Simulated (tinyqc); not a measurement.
# Three-phonon processes in a diatomic chain: dispersion, energy and momentum conservation, and decay channels of optical phonons, step by step

A worked calculation. Computed by tinyqc, a small Python program that keeps every step. Command: `OMP_NUM_THREADS=1 python tinyqc.py 3120871 3120872 out.jsonl threeph walk`. One thread of a shared host (Intel(R) Xeon(R) Processor @ 2.30GHz), about 0.05 s of CPU time with the checks. Intermediate numbers are printed to about 6 digits and carried at full precision; extremes and crossings named in words are read from the listed rows.

Cell length a, two atoms, one spring constant. x = q a/pi runs from -1 to 1; A and O are the acoustic and optical branches. Matrix elements are not computed: only conservation laws and occupation factors are followed.

Inputs (values chosen for the exercise, for a model chain):

| quantity | value | unit |
|---|---|---|
| light mass m | 27 | u |
| heavy mass M | 34.8 | u |
| spring constant k | 3 | eV/angstrom^2 |
| temperature T | 200 | K |
| wave number of the decaying phonon q a/pi | 0.65 | - |
| zero-temperature width Gamma_0 | 1.1 | 1/cm |

Constants: nu for 1 eV/(angstrom^2 u) = 15.6333042 THz; h x 1 THz = 4.135667696 meV; k_B = 8.617333262e-05 eV/K; c = 299792458 m/s.

## Band edges

omega^2 = k (1/m + 1/M) -/+ k sqrt((1/m + 1/M)^2 - 4 sin^2(pi x/2)/(m M)); nu = 15.6333042 THz x sqrt(omega^2) for eV/(angstrom^2 u). Acoustic top sqrt(2 k/M), optical bottom sqrt(2 k/m), optical top sqrt(2 k (1/m + 1/M)).

acoustic top = 6.49138 THz

optical bottom = 7.36961 THz

optical top = 9.82085 THz

optical top over twice the acoustic top = 0.756454

optical bottom over twice the acoustic top = 0.567646

optical width over acoustic top = 0.377615

The zone-centre optical phonon can decay into two acoustic ones: this needs M/m <= 3.

## Dispersion

The formulas are those given above.

Branches:

| x | nu_A (THz) | nu_O (THz) |
|---|---|---|
| 0.10 | 0.76434 | 9.79106 |
| 0.20 | 1.52372 | 9.70193 |
| 0.35 | 2.64264 | 9.45862 |
| 0.50 | 3.72211 | 9.08818 |
| 0.65 | 4.74325 | 8.59946 |
| 0.80 | 5.67781 | 8.01321 |
| 0.90 | 6.21114 | 7.60729 |
| 1.00 | 6.49138 | 7.36961 |

## Decay of the zone-centre phonon

O(0) -> A(x) + A(-x) needs nu_A(x) = nu_O(0)/2, which gives sin^2(pi x/2) = (3/16)(m + M)^2/(m M). Full width at half maximum Gamma = Gamma_0 (1 + 2 n), n = 1/(exp(h nu_A/(k_B T)) - 1); lifetime = 1/(2 pi c Gamma).

x of the products = 0.675666

their frequency = 4.91043 THz

occupation n = 0.444662

width Gamma = 2.07826 1/cm

lifetime = 2.55447 ps

## All channels at the given wave number

Processes for O(x): decay O -> A + A and O -> O + A with x = x' + x'' (mod 2), and absorption O + A -> O with x + x' = x'' (mod 2). Roots of the energy mismatch in x' are bracketed on 4001 points from -1 to 1 and refined. A process is umklapp (U) if the sum of wave numbers leaves (-1, 1]. Weight = occupation factor/|d mismatch/dx'|, the factor being 1 + n' + n'' for decay and n' - n'' for absorption. Pairs that differ only by exchanging two acoustic products count once, and the trivial root x' = 0 is left out.

nu_O(x) = 8.59946 THz

Channels:

| process | x' | x'' | nu' (THz) | nu'' (THz) | type | weight (1/THz) |
|---|---|---|---|---|---|---|
| O -> A + A | -0.292258 | 0.942258 | 2.21564 | 6.38382 | N | 0.249159 |

1 channel(s) are open, 0 of them umklapp.

## Phase space against the mass ratio

Total weight summed over channels and averaged over x = 0.05, 0.15, ..., 0.95, with m and k fixed; share of those x with an open channel.

Optical phonons:

| M/m | weight, A + A (1/THz) | weight, with O (1/THz) | share open |
|---|---|---|---|
| 1.1 | 0.338698 | 0 | 1.0 |
| 1.5 | 0.745867 | 0 | 1.0 |
| 2.0 | 0.435849 | 0 | 0.8 |
| 2.5 | 0.248781 | 0 | 0.5 |
| 2.9 | 0.192299 | 0 | 0.2 |
| 3.3 | 0.000000 | 0 | 0.0 |
| 3.7 | 0.000000 | 0 | 0.0 |
| 4.2 | 0.000000 | 0 | 0.0 |
| 6.0 | 0.000000 | 0 | 0.0 |

The A + A channel closes between M/m = 2.9 and 3.3 on this grid: energy conservation alone would allow it up to M/m = 4, where the optical bottom passes twice the acoustic top, but momentum must be conserved too. No channel with a second optical phonon opens at any ratio. A large gap that shuts such channels is one reason why crystals with very unequal masses can conduct heat well.

Checks made by the program: band edges against the dispersion (relative difference below 1e-10); frequency of the products (relative difference below 1e-10).
